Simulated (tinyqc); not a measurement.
# Changing the wire diameter D

Model: Debye-Callaway model of lattice thermal conductivity. Computed by tinyqc, a small Python program. Command: `OMP_NUM_THREADS=1 python tinyqc.py 3014206 3014207 out.jsonl callaway sweep`. One thread of a shared host (Intel(R) Xeon(R) Processor @ 2.30GHz), about 0.02 s of CPU time with the checks.

Three acoustic branches with one velocity v, cut at omega_D = k_B Theta/hbar; x = hbar omega/(k_B T). v and Theta are separate inputs: Theta cuts off the heat-carrying modes, so C need not reach 3 k_B/V. gamma is an effective value that sets the umklapp rate. Heat flows along the wire.

Inputs (values chosen for the exercise, modelled on aluminium nitride): sound velocity v = 7260 m/s; Debye temperature Theta = 978 K; volume per atom V = 10.4 angstrom^3; mean atomic mass M = 20.5 u; effective Grueneisen parameter gamma = 2.61; umklapp exponent divisor b = 2.5; vacancy fraction n_v = 0.00014; specularity p = 0.8; normal-process factor f_N = 2.4; temperature T = 400 K.

Sample: wire. Point defects: vacancies. Normal processes: included.

Constants: k_B = 1.380649e-23 J/K; hbar = 1.054571817e-34 J s; u = 1.6605390666e-27 kg.

Method:
- A vacancy counts as a mass defect Delta M/M = -3 (the missing mass and twice its bonds), so Gamma = 9 n_v. A = V Gamma/(4 pi v^3).
- Rates: point defects A omega^4; umklapp B omega^2 T exp(-Theta/(b T)) with B = hbar gamma^2/(M v^2 Theta); normal processes f_N B omega^2 T (T/Theta)^2. Boundaries: v/Lambda_B with Lambda_B = D (1 + p)/(1 - p).
- kappa_1 = c int tau_C g dx, g = x^4 e^x/(e^x - 1)^2, c = (k_B/(2 pi^2 v)) (k_B T/hbar)^3, over 0 < x < min(Theta/T, 40), by 96 Gauss-Legendre points in s with x = x_max s^2; 1/tau_C = 1/tau_R + 1/tau_N; kappa_2 = c [int (tau_C/tau_N) g dx]^2 / int (tau_C/(tau_N tau_R)) g dx; kappa = kappa_1 + kappa_2.
- Heat capacity C = 3 c int g dx / v^2; grey free path 3 kappa/(C v); the median free path v tau_C halves kappa_1 when the quadrature points are ordered by free path (each counted at half its weight, interpolated in the logarithm); likewise at 10 % and 90 %.

One run for each value:
```
wire diameter D (micrometre)  kappa (W/(m K))  grey free path (nm)  median free path (nm)
0.015                                   78.81               11.243                 10.767
0.038                                   87.56               12.493                 13.024
0.095                                   93.17               13.293                 14.876
0.24                                    96.78               13.808                 16.312
0.6                                     99.04               14.130                 17.343
1.5                                    100.46               14.333                 18.049
3.8                                    101.38               14.463                 18.537
9.5                                    101.94               14.544                 18.851
24                                     102.30               14.595                 19.055
60                                     102.53               14.627                 19.184
```

Over the rows, kappa (W/(m K)) rises from 78.8 to 103 (exponent d ln y / d ln x 0.11 between the first rows and 0.0024 between the last); grey free path (nm) rises from 11.2 to 14.6 (exponent d ln y / d ln x 0.11 between the first rows and 0.0024 between the last); median free path (nm) rises from 10.8 to 19.2 (exponent d ln y / d ln x 0.20 between the first rows and 0.0074 between the last). At the high end the exponent of kappa is 0.00, close to 0: the sample is bulk-like.
